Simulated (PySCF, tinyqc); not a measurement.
Inside a calculation (part 2 of 2). Method: RHF in the sto-3g basis, for H6, spin multiplicity 1. The lowest restricted solution is unstable here: a spin-polarised one lies 0.1651 hartree lower (PySCF). Computed by tinyqc, a small Python program that keeps every step (integrals from PySCF). Command: `OMP_NUM_THREADS=1 python tinyqc.py 26117 26118 out.jsonl` (the two numbers bound the seeds that draw the settings). One thread of a shared host (Intel(R) Xeon(R) Processor @ 2.60GHz), about 0.09 s of CPU time with the checks.

Geometry (angstrom):
```
atom,x,y,z
H,0.000000,0.000000,0.000000
H,0.000000,0.000000,1.476000
H,0.000000,0.000000,2.740000
H,0.000000,0.000000,4.216000
H,0.000000,0.000000,5.480000
H,0.000000,0.000000,6.956000
```

## Iteration 14 (converged): orbitals

converged F (hartree):
```
,1H 1s,2H 1s,3H 1s,4H 1s,5H 1s,6H 1s
1H 1s,-0.141185,-0.293543,-0.058587,0.021110,0.003371,-0.012204
2H 1s,-0.293543,-0.207941,-0.305661,-0.054928,-0.000362,0.003371
3H 1s,-0.058587,-0.305661,-0.207530,-0.281513,-0.054928,0.021110
4H 1s,0.021110,-0.054928,-0.281513,-0.207530,-0.305661,-0.058587
5H 1s,0.003371,-0.000362,-0.054928,-0.305661,-0.207941,-0.293544
6H 1s,-0.012204,0.003371,0.021110,-0.058587,-0.293544,-0.141186
```

X:
```
,1,2,3,4,5,6
1H 1s,0.272886,-0.440492,0.596392,0.562892,0.332923,0.172145
2H 1s,-0.619062,0.686718,-0.231371,0.155226,0.442052,0.340051
3H 1s,0.762233,-0.385894,-0.401426,-0.366300,0.239832,0.408638
4H 1s,-0.762233,-0.385894,0.401426,-0.366300,-0.239832,0.408638
5H 1s,0.619062,0.686718,0.231371,0.155226,-0.442052,0.340051
6H 1s,-0.272886,-0.440492,-0.596392,0.562892,-0.332923,0.172145
```

Diagonalise F' = X^T F X, C = X C', fill 3 alpha and 3 beta electrons from the bottom; D = 2 C_occ C_occ^T. Each column has its largest component positive (the first on a tie).

F' = X^T F X (hartree):
```
,1,2,3,4,5,6
1,0.515233,0.000000,0.018837,0.000000,0.022584,0.000000
2,0.000000,0.306204,0.000000,-0.062453,0.000000,0.009267
3,0.018837,0.000000,0.056918,0.000000,-0.018501,0.000000
4,0.000000,-0.062453,0.000000,-0.226971,0.000000,-0.000334
5,0.022584,0.000000,-0.018501,0.000000,-0.407777,0.000000
6,0.000000,0.009267,0.000000,-0.000334,0.000000,-0.499507
```

orbital energies (hartree): MO1 -0.499615, MO2 -0.409101, MO3 -0.234187, MO4 0.056954, MO5 0.313527, MO6 0.516521

coefficients C:
```
,MO1,MO2,MO3,MO4,MO5,MO6
1H 1s,0.176441,0.349914,0.509095,-0.570919,-0.500205,0.304302
2H 1s,0.331833,0.447756,0.233944,0.225267,0.668183,-0.617212
3H 1s,0.413615,0.203995,-0.407037,0.440475,-0.336627,0.751019
4H 1s,0.413615,-0.203994,-0.407038,-0.440475,-0.336628,-0.751019
5H 1s,0.331833,-0.447756,0.233944,-0.225268,0.668183,0.617211
6H 1s,0.176441,-0.349914,0.509095,0.570919,-0.500205,-0.304301
```

D after iteration 14:
```
,1H 1s,2H 1s,3H 1s,4H 1s,5H 1s,6H 1s
1H 1s,0.825498,0.668649,-0.125723,-0.411245,0.041946,0.335739
2H 1s,0.668649,0.730656,0.266733,-0.098625,-0.071285,0.041946
3H 1s,-0.125723,0.266733,0.756741,0.590286,-0.098625,-0.411245
4H 1s,-0.411245,-0.098625,0.590286,0.756741,0.266733,-0.125723
5H 1s,0.041946,-0.071285,-0.098625,0.266733,0.730656,0.668649
6H 1s,0.335739,0.041946,-0.411245,-0.125723,0.668649,0.825498
```

## Convergence

Stop when the energy changes by less than 1e-10 hartree and every element of the error matrix X^T (F D S - S D F) X is below 3e-06.

Course of the cycle:
```
iteration,E (hartree),change,largest element of the error matrix
1,-1.92352495,-,6.20e-01
2,-2.74614021,-8.23e-01,1.41e-01
3,-2.78927237,-4.31e-02,3.28e-02
4,-2.79123208,-1.96e-03,9.70e-03
5,-2.79138653,-1.54e-04,2.81e-03
6,-2.79140458,-1.80e-05,8.83e-04
7,-2.79140721,-2.63e-06,4.00e-04
8,-2.79140765,-4.44e-07,1.62e-04
9,-2.79140773,-8.48e-08,8.25e-05
10,-2.79140775,-1.78e-08,3.48e-05
11,-2.79140776,-3.99e-09,1.83e-05
12,-2.79140776,-9.31e-10,7.92e-06
13,-2.79140776,-2.22e-10,4.27e-06
14,-2.79140776,-5.38e-11,1.93e-06
```

PySCF RHF in the same basis = -2.79140776 hartree

Converged in 14 iterations.

## Populations, bond orders and dipole

overlap S:
```
,1H 1s,2H 1s,3H 1s,4H 1s,5H 1s,6H 1s
1H 1s,1.000000,0.265731,0.031133,0.001008,0.000023,0.000000
2H 1s,0.265731,1.000000,0.355800,0.031133,0.001752,0.000023
3H 1s,0.031133,0.355800,1.000000,0.265731,0.031133,0.001008
4H 1s,0.001008,0.031133,0.265731,1.000000,0.355800,0.031133
5H 1s,0.000023,0.001752,0.031133,0.355800,1.000000,0.265731
6H 1s,0.000000,0.000023,0.001008,0.031133,0.265731,1.000000
```

Mulliken: Z minus the diagonal of D S on the atom; Loewdin: the same with S^(1/2) D S^(1/2); Mayer order: 2 sum_s sum (D(s) S)_ij (D(s) S)_ji over the two atoms.

Charges (e):
```
atom,Mulliken,Loewdin
1H,0.001149,-0.001929
2H,-0.000046,0.002843
3H,-0.001103,-0.000914
4H,-0.001103,-0.000914
5H,-0.000046,0.002843
6H,0.001149,-0.001929
```

Mayer bond orders:
```
pair,order
2-1,0.723423
3-1,-0.000928
3-2,0.270349
4-1,0.166330
4-2,-0.000742
4-3,0.564991
5-1,-0.000362
5-2,0.007332
5-3,-0.000742
5-4,0.270348
6-1,0.111536
6-2,-0.000362
6-3,0.166330
6-4,-0.000928
6-5,0.723423
```

dipole moment about the origin, x y z (debye): 0.000000  0.000000  -0.000003
